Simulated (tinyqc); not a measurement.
Capacitance measurement on a leaky thin oxide: effects of series resistance and leakage: readings against frequency.

The device is a capacitance C in parallel with a leakage conductance G, in series with Rs and Ls. An impedance meter reports either a parallel pair (Cp, Gp) from Y = 1/Z = Gp + i w Cp or a series pair (Cs, Rm) from Z = Rm + 1/(i w Cs); w = 2 pi f, dissipation D = Gp/(w |Cp|).

EOT = 3.9 tox/eox; CET = EOT + zc + zp; C = 3.9 eps0 A/CET; G = Jg A/Vs. Z = Rs + i w Ls + 1/(G + i w C); CET read from Cp = 3.9 eps0 A/Cp; errors under 0.001 % are printed as 0.

Inputs (values chosen for the exercise); values of the order met in thin-oxide MOS capacitors:
```
symbol   value    unit                                                                 meaning
eox       9.21          relative permittivity of the gate insulator (close to aluminium oxide)
tox          4      nm                                                     insulator thickness
A         2500    um^2                                                               gate area
zc        0.44      nm              oxide-equivalent thickness added by the accumulation layer
zp           0      nm                      oxide-equivalent thickness added by gate depletion
Jg      0.0042  A/cm^2              gate leakage current density, not matched to the thickness
Vs        0.21       V                               voltage for an e-fold rise of the leakage
Rs         9.7     ohm                                                       series resistance
Ls           0      nH                                                       series inductance
```

Constants: eps0 = 8.8541878128e-14 F/cm where lengths are in cm. Results are converted to the units shown.

The same in every row: C (pF) = 40.457.

Results:
```
f (Hz)  Cp (pF)  Cs (pF)          D  error of Cp (%)  error of Cs (%)  CET read from Cp (nm)
1000     40.457   196.98     1.9670                0              387                 2.1338
3000     40.457   57.849    0.65566                0             43.0                 2.1338
30000    40.457   40.631   0.065639                0            0.430                 2.1338
1e5      40.457   40.473   0.019916                0           0.0387                 2.1338
3e5      40.457   40.459  0.0072962         -1.02e-3          4.30e-3                 2.1338
1e6      40.457   40.458  0.0044327         -1.58e-3                0                 2.1338
3e6      40.455   40.457  0.0080529         -6.44e-3                0                 2.1339
1e7      40.432   40.457   0.024854          -0.0617                0                 2.1351
3e7      40.237   40.457   0.074038           -0.545                0                 2.1455
```

Estimate the missing row, f = 10000 Hz.

Computed row:
```
f (Hz)  Cp (pF)  Cs (pF)        D  error of Cp (%)  error of Cs (%)  CET read from Cp (nm)
10000    40.457   42.023  0.19672                0             3.87                 2.1338
```

With this row back in the table: D goes from 1.97 through a minimum of 0.00443 (at f = 1e6 Hz among the rows listed) to 0.0740; without inductance its minimum lies at f = sqrt(G (1 + G Rs)/Rs)/(2 pi C) = 8.93e5 Hz. The error of Cp goes from 0 to -0.545 % and that of Cs from 387 to 0 %; at low frequency Cp tends to C/(1 + G Rs)^2 and Cs grows as 1 + (G/(w C))^2. One of the two readings is within 2 % of C for f = 1000, 3000, 10000, 30000, 1e5, 3e5, 1e6, 3e6, 1e7, 3e7 Hz. For f = 1000 D exceeds 1, where the accuracy of real meters degrades in proportion to sqrt(1 + D^2).

Numbers from tinyqc (`OMP_NUM_THREADS=1 python tinyqc.py 2022122 2022123 out.jsonl`; about 0.01 s on one thread of a shared Intel Xeon 2.30GHz).
